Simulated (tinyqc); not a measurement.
Inside a calculation. Method: Hueckel theory of the pi electrons, for the molecule c1ccc2ccccc2c1 (SMILES; centres numbered as the heavy atoms are written). Computed by tinyqc, a small Python program that keeps every step. Settings: charge = 0. Command: `OMP_NUM_THREADS=1 python tinyqc.py 23442 23443 out.jsonl` (the two numbers bound the seeds that draw the settings). One thread of a shared host (Intel(R) Xeon(R) Processor @ 2.60GHz), about 0.01 s of CPU time with the checks.

## The Hueckel matrix

Centres:

| centre | z_r, pi electrons of the neutral centre | h |
|---|---|---|
| 1C | 1 | 0.0000 |
| 2C | 1 | 0.0000 |
| 3C | 1 | 0.0000 |
| 4C | 1 | 0.0000 |
| 5C | 1 | 0.0000 |
| 6C | 1 | 0.0000 |
| 7C | 1 | 0.0000 |
| 8C | 1 | 0.0000 |
| 9C | 1 | 0.0000 |
| 10C | 1 | 0.0000 |

Bonds:

| i | j | k |
|---|---|---|
| 1 | 2 | 1 |
| 2 | 3 | 1 |
| 3 | 4 | 1 |
| 4 | 5 | 1 |
| 5 | 6 | 1 |
| 6 | 7 | 1 |
| 7 | 8 | 1 |
| 8 | 9 | 1 |
| 9 | 10 | 1 |
| 10 | 1 | 1 |
| 9 | 4 | 1 |

H_rr = alpha + h_r beta, H_rs = k_rs beta for bonded centres.

Hueckel matrix in units of beta (H = alpha + beta A):
```
         1C      2C      3C      4C      5C      6C      7C      8C
1C   0.0000  1.0000  0.0000  0.0000  0.0000  0.0000  0.0000  0.0000
2C   1.0000  0.0000  1.0000  0.0000  0.0000  0.0000  0.0000  0.0000
3C   0.0000  1.0000  0.0000  1.0000  0.0000  0.0000  0.0000  0.0000
4C   0.0000  0.0000  1.0000  0.0000  1.0000  0.0000  0.0000  0.0000
5C   0.0000  0.0000  0.0000  1.0000  0.0000  1.0000  0.0000  0.0000
6C   0.0000  0.0000  0.0000  0.0000  1.0000  0.0000  1.0000  0.0000
7C   0.0000  0.0000  0.0000  0.0000  0.0000  1.0000  0.0000  1.0000
8C   0.0000  0.0000  0.0000  0.0000  0.0000  0.0000  1.0000  0.0000
9C   0.0000  0.0000  0.0000  1.0000  0.0000  0.0000  0.0000  1.0000
10C  1.0000  0.0000  0.0000  0.0000  0.0000  0.0000  0.0000  0.0000

         9C     10C
1C   0.0000  1.0000
2C   0.0000  0.0000
3C   0.0000  0.0000
4C   1.0000  0.0000
5C   0.0000  0.0000
6C   0.0000  0.0000
7C   0.0000  0.0000
8C   1.0000  0.0000
9C   0.0000  1.0000
10C  1.0000  0.0000
```

## Orbitals

pi electrons, sum of z_r less the charge = 10

Diagonalise; E = alpha + x beta with beta < 0, so the largest x are filled first; degenerate levels share their electrons. P = sum n_i c_ri c_si; each orbital has its largest coefficient positive (the first on a tie).

x values: 2.3028  1.6180  1.3028  1.0000  0.6180  -0.6180  -1.0000  -1.3028  -1.6180  -2.3028

occupations: 2.0000  2.0000  2.0000  2.0000  2.0000  0.0000  0.0000  0.0000  0.0000  0.0000

coefficients:
```
        MO1      MO2      MO3      MO4      MO5      MO6      MO7      MO8
1C   0.2307   0.4253  -0.1735   0.4082  -0.2629  -0.2629   0.4082  -0.1735
2C   0.2307   0.4253   0.1735   0.4082   0.2629  -0.2629  -0.4082  -0.1735
3C   0.3006   0.2629   0.3996   0.0000   0.4253   0.4253   0.0000   0.3996
4C   0.4614   0.0000   0.3470  -0.4082   0.0000   0.0000   0.4082  -0.3470
5C   0.3006  -0.2629   0.3996   0.0000  -0.4253  -0.4253   0.0000   0.3996
6C   0.2307  -0.4253   0.1735   0.4082  -0.2629   0.2629  -0.4082  -0.1735
7C   0.2307  -0.4253  -0.1735   0.4082   0.2629   0.2629   0.4082  -0.1735
8C   0.3006  -0.2629  -0.3996   0.0000   0.4253  -0.4253   0.0000   0.3996
9C   0.4614   0.0000  -0.3470  -0.4082   0.0000   0.0000  -0.4082  -0.3470
10C  0.3006   0.2629  -0.3996   0.0000  -0.4253   0.4253   0.0000   0.3996

         MO9     MO10
1C    0.4253  -0.2307
2C   -0.4253   0.2307
3C    0.2629  -0.3006
4C    0.0000   0.4614
5C   -0.2629  -0.3006
6C    0.4253   0.2307
7C   -0.4253  -0.2307
8C    0.2629   0.3006
9C    0.0000  -0.4614
10C  -0.2629   0.3006
```

charge and bond-order matrix P:
```
          1C       2C       3C       4C       5C       6C       7C       8C
1C    1.0000   0.6032   0.0000  -0.2409   0.0000   0.1560   0.0000  -0.1699
2C    0.6032   1.0000   0.7246   0.0000  -0.1699   0.0000   0.1560   0.0000
3C    0.0000   0.7246   1.0000   0.5547   0.0000  -0.1699   0.0000   0.0849
4C   -0.2409   0.0000   0.5547   1.0000   0.5547   0.0000  -0.2409   0.0000
5C    0.0000  -0.1699   0.0000   0.5547   1.0000   0.7246   0.0000  -0.3623
6C    0.1560   0.0000  -0.1699   0.0000   0.7246   1.0000   0.6032   0.0000
7C    0.0000   0.1560   0.0000  -0.2409   0.0000   0.6032   1.0000   0.7246
8C   -0.1699   0.0000   0.0849   0.0000  -0.3623   0.0000   0.7246   1.0000
9C    0.0000  -0.2409   0.0000   0.5182   0.0000  -0.2409   0.0000   0.5547
10C   0.7246   0.0000  -0.3623   0.0000   0.0849   0.0000  -0.1699   0.0000

          9C      10C
1C    0.0000   0.7246
2C   -0.2409   0.0000
3C    0.0000  -0.3623
4C    0.5182   0.0000
5C    0.0000   0.0849
6C   -0.2409   0.0000
7C    0.0000  -0.1699
8C    0.5547   0.0000
9C    1.0000   0.5547
10C   0.5547   1.0000
```

## Energy, charges, bond orders

E = sum n x; q_r = z_r - P_rr; bond order p = P_rs; free valence = sqrt(3) - sum of p over the bonds of the atom.

pi energy = 10 alpha + this times beta = 13.6832

pi charges: 1C 0.0000, 2C 0.0000, 3C 0.0000, 4C 0.0000, 5C 0.0000, 6C 0.0000, 7C 0.0000, 8C 0.0000, 9C 0.0000, 10C 0.0000

Bond orders and lengths from R = 1.517 - 0.180 p (angstrom, C-C alone):

| bond | p | R |
|---|---|---|
| 1-2 | 0.6032 | 1.4084 |
| 2-3 | 0.7246 | 1.3866 |
| 3-4 | 0.5547 | 1.4172 |
| 4-5 | 0.5547 | 1.4172 |
| 5-6 | 0.7246 | 1.3866 |
| 6-7 | 0.6032 | 1.4084 |
| 7-8 | 0.7246 | 1.3866 |
| 8-9 | 0.5547 | 1.4172 |
| 9-10 | 0.5547 | 1.4172 |
| 10-1 | 0.7246 | 1.3866 |
| 9-4 | 0.5182 | 1.4237 |

free valence of the carbons: 1C 0.4043, 2C 0.4043, 3C 0.4528, 4C 0.1044, 5C 0.4528, 6C 0.4043, 7C 0.4043, 8C 0.4528, 9C 0.1044, 10C 0.4528

gap between the highest filled and the next level = 1.2361 |beta|
